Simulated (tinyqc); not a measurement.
MOS structure on a p-type body with a doping step (retrograde), non-linear Poisson equation by Newton steps: one step of the calculation.

One dimension, insulator interface at x = 0, acceptor density N1 for x < x1 and Na beyond, net doping C = -(acceptor density). psi is counted from the intrinsic level: n = ni exp((psi - Vb)/Vt), p = ni exp(-psi/Vt); deep in the body psi_b = -Vt ln(Na/ni). The gate acts through Cox = eps0 eox/tox and has the potential psi_G = Vg - (phiM - chi - Vt ln(Nc/ni)). Boltzmann statistics, full ionisation, classical densities, no oxide or interface charge.

Task. Newton step. Solve the tridiagonal system a_(i-1) d_(i-1) + b_i d_i + a_i d_(i+1) = -F_i for nodes 0 to 12, with d = 0 on fixed nodes. If the largest |d| exceeds 4 Vt, the whole step is scaled down so that it equals 4 Vt.

Inputs (values chosen for the exercise): temperature T = 350 K.

Constants: q = 1.602176634e-19 C, kB = 1.380649e-23 J/K, Vt = kB T/q. Results are converted to the units shown.

```
interval,coupling a_i (F/cm^2)
0,2.0895883e-5
1,1.1872661e-5
2,6.6973985e-6
3,3.8131174e-6
4,2.1676227e-6
5,1.2148769e-6
6,6.9652944e-7
7,3.9277976e-7
8,2.2088671e-7
9,1.2741392e-7
10,7.1561244e-8
11,4.0495898e-8
12,2.2912153e-8
```

```
node,diagonal b (F/cm^2),residual F (C/cm^2)
0,-2.2901096e-5,-3.2037336e-9
1,-3.2768544e-5,-4.8666862e-12
2,-1.8570060e-5,-8.6047545e-12
3,-1.0510517e-5,-1.5163772e-11
4,-5.9807414e-6,-2.6658969e-11
5,-3.3825019e-6,-4.7319931e-11
6,-1.9114102e-6,-8.3205307e-11
7,-1.0893158e-6,-1.4663659e-10
8,-6.1367849e-7,-2.6039546e-10
9,-3.4832664e-7,-4.5526952e-10
10,-1.9906437e-7,-8.0119020e-10
11,-1.1272586e-7,-2.8460215e-8
12,-7.9630486e-8,-4.9844713e-8
```

```
node,psi at the start (V)
0,0.01127021
1,0.01111698
2,0.01084729
3,0.01036919
4,0.00952947
5,0.00805229
6,0.00541665
7,0.00081962
8,-0.00733246
9,-0.02182844
10,-0.04695890
11,-0.09170337
12,-0.17077238
13,-0.31052225
```

Give: Newton step d, before damping; psi after iteration 1.

Result.

```
node,"Newton step d, before damping (V)"
0,-0.0184
1,-0.0200
2,-0.0228
3,-0.0279
4,-0.0367
5,-0.0522
6,-0.0799
7,-0.1280
8,-0.2129
9,-0.3627
10,-0.6190
11,-1.0648
12,-1.1675
```

```
node,psi after iteration 1 (V)
0,0.00937
1,0.00905
2,0.00849
3,0.00749
4,0.00574
5,0.00266
6,-0.00284
7,-0.01240
8,-0.02933
9,-0.05931
10,-0.11092
11,-0.20174
12,-0.29142
13,-0.31052
```

Computed by the program tinyqc: `OMP_NUM_THREADS=1 python tinyqc.py 2080166 2080167 out.jsonl`, one thread of a shared Intel Xeon 2.30GHz, about 0.4 s for the whole run.
